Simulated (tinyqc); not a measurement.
Free-carrier optics of a doped semiconductor (Drude model with one polar phonon): one step. Coupled plasmon-phonon modes. Three cases, with inputs chosen for the exercise.

Task: Without damping eps = 0 gives E^4 - (wL^2 + Ep^2) E^2 + Ep^2 wT^2 = 0 with wL = wT sqrt(es/ei) (Lyddane-Sachs-Teller).

Case 1.

Values chosen (out of a larger set: mass and dielectric values near those of GaN; N and mu are free inputs; interband absorption and the rise of the mass with filling are left out; not measured data): wT = 68.7 meV (TO phonon); es = 9.72 (static dielectric constant); ei = 5.44 (high-frequency dielectric constant).

Ep = 44.9179 meV

Case 2.

Values chosen (out of a larger set: mass and dielectric values near those of GaN; N and mu are free inputs; interband absorption and the rise of the mass with filling are left out; not measured data): wT = 70.5 meV (TO phonon); es = 9.65 (static dielectric constant); ei = 5.42 (high-frequency dielectric constant).

Ep = 155.4788 meV

Case 3.

Values chosen (out of a larger set: mass and dielectric values near those of InAs; N and mu are free inputs; interband absorption and the rise of the mass with filling are left out; not measured data): wT = 27 meV (TO phonon); es = 14.53 (static dielectric constant); ei = 12.01 (high-frequency dielectric constant).

Ep = 10.7707 meV

Give: wL; L-, L+.

Result:

Case 1.

wL = 91.83 meV

L-, L+ (meV): 31.76  97.17

L+ lies 5.34 meV above the larger of wL and Ep; L- lies below wT by 36.94 meV. The carrier damping, Gam = 72.9 meV, exceeds Ep here, so the plasmon-like mode is strongly broadened and mainly the phonon-like one would be seen.

Case 2.

wL = 94.07 meV

L-, L+ (meV): 64.52  169.88

L+ lies 14.40 meV above the larger of wL and Ep; L- lies below wT by 5.98 meV.

Case 3.

wL = 29.70 meV

L-, L+ (meV): 9.67  30.07

L+ lies 0.38 meV above the larger of wL and Ep; L- lies below wT by 17.33 meV.

Computed by tinyqc, one run a case: `OMP_NUM_THREADS=1 python tinyqc.py N N+1 out.jsonl` with N = 1652136, 1652187, 1652256; one thread of a shared Intel(R) Xeon(R) Processor @ 2.30GHz, about 0.01 s a run at most.
